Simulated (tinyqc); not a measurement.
Worked calculation: Pariser-Parr-Pople SCF with singles CI, for the molecule C=CC=CC=CC=C (SMILES; centres numbered as the heavy atoms are written). One step of it, computed by the program tinyqc.

Question. Iteration 3: orbitals and new P. Diagonalise F (the basis is taken as orthonormal) and form P = 2 sum c c over the lowest orbitals.

F (eV), lower triangle:
```
,1C,2C,3C,4C,5C,6C,7C,8C
1C,-5.595000
2C,-4.727804,-5.595000
3C,0.000000,-3.463247,-5.595000
4C,0.501897,0.000000,-4.496313,-5.595000
5C,0.000000,0.103498,0.000000,-3.545406,-5.595000
6C,-0.206437,0.000000,0.475338,0.000000,-4.496313,-5.595000
7C,0.000000,-0.019488,0.000000,0.103498,0.000000,-3.463247,-5.595000
8C,0.108969,0.000000,-0.206437,0.000000,0.501897,0.000000,-4.727804,-5.595000
```

pi electrons, sum of z_r less the charge = 8

Give: orbital energies; P after iteration 3.

Answer.

orbital energies (eV): -12.857  -11.894  -10.352  -8.335  -2.855  -0.838  0.704  1.667

P after iteration 3, lower triangle:
```
,1C,2C,3C,4C,5C,6C,7C,8C
1C,1.000
2C,0.906,1.000
3C,0.000,0.417,1.000
4C,-0.344,0.000,0.824,1.000
5C,0.000,-0.067,0.000,0.445,1.000
6C,0.203,0.000,-0.327,0.000,0.824,1.000
7C,0.000,0.018,0.000,-0.067,0.000,0.417,1.000
8C,-0.137,0.000,0.203,0.000,-0.344,0.000,0.906,1.000
```
